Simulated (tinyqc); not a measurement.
## Undoped symmetric double-gate MOSFET, analytic potential model: effect of the gate work function less that of the intrinsic body

An undoped body of thickness ts between two equal insulators and tied gates; long channel, electrons only, n = ni exp((psi - V)/Vt) with V the quasi-Fermi potential (0 at the source, Vd at the drain), constant mobility, no quantisation. Across the body psi(x) = V - 2 Vt ln[(ts/(2 beta)) sqrt(q ni/(2 eps0 eps_r Vt)) cos(2 beta x/ts)], x from the centre. Q is the electron charge per area of the whole body.

ni = sqrt(Nc Nv) exp(-Eg/(2 Vt)), Eg in volts; r = eps_r tox/(eox ts); V0 = dphi + 2 Vt ln[(2/ts) sqrt(2 eps0 eps_r Vt/(q ni))]. beta (between 0 and pi/2) solves (Vg - V0 - V)/(2 Vt) = ln(beta) - ln(cos beta) + 2 r beta tan(beta). Q = 8 eps0 eps_r Vt beta tan(beta)/ts; I = mu (1/L)(4 eps0 eps_r/ts)(2 Vt)^2 [g(beta_s) - g(beta_d)] per width, g = beta tan(beta) - beta^2/2 + r beta^2 tan^2(beta), with beta_s at V = 0 and beta_d at V = Vd.  I(low) is taken at Vg = 0.38 V, Qs and I(high) at Vg = 1.13 V.

Parameters, values chosen for the exercise; material values close to those of silicon:
- T = 300 K (temperature)
- Eg = 1.12 eV (band gap)
- eps_r = 11.8 (relative permittivity of the semiconductor)
- Nc = 2.84e19 cm^-3 (conduction-band density of states at T)
- Nv = 2.62e19 cm^-3 (valence-band density of states at T)
- eox = 22.9 (relative permittivity of the gate insulator)
- tox = 3 nm (insulator thickness)
- ts = 15 nm (body thickness)
- mu = 590 cm^2/(V s) (channel mobility)
- L = 1 um (gate length)
- Vd = 1 V (drain voltage)

Constants: q = 1.602176634e-19 C, kB = 1.380649e-23 J/K, Vt = kB T/q, eps0 = 8.8541878128e-14 F/cm where lengths are in cm. Results are converted to the units shown.

Results:
```
dphi (V),V0 (V),I(low) (nA/um),Qs(high) (nC/cm^2),I(high) (uA/um)
0.02,0.48130,43.205,6145.1,1006.4
0.12,0.58130,0.91218,4945.0,679.39
0.17,0.63130,0.13189,4357.4,542.20
0.22,0.68130,0.019066,3780.5,422.20
0.27,0.73130,0.0027561,3217.0,319.02
0.32,0.78130,3.9841e-4,2670.6,232.23
```

Estimate the missing row, dphi = 0.07 V.

Computed row:
```
dphi (V),V0 (V),I(low) (nA/um),Qs(high) (nC/cm^2),I(high) (uA/um)
0.07,0.53130,6.3019,5541.4,834.05
```

With this row back in the table: As dphi goes from 0.02 to 0.32 V, I(low) falls from 43.2 to 3.98e-4 nA/um and I(high) falls from 1010 to 232 uA/um. V0 rises from 0.481 to 0.781 V. In every row the surface density at the source at the higher gate voltage passes 0.3 Nc, where Boltzmann statistics fail. For dphi = 0.02 to 0.12 V mu V/L at the higher gate voltage, with V the smaller of Vd and Vg - V0, passes 3e6 cm/s, so velocity saturation would lower the current.

tinyqc, about 0.02 s, one thread, Intel Xeon 2.30GHz (shared host): `OMP_NUM_THREADS=1 python tinyqc.py 2440103 2440104 out.jsonl`
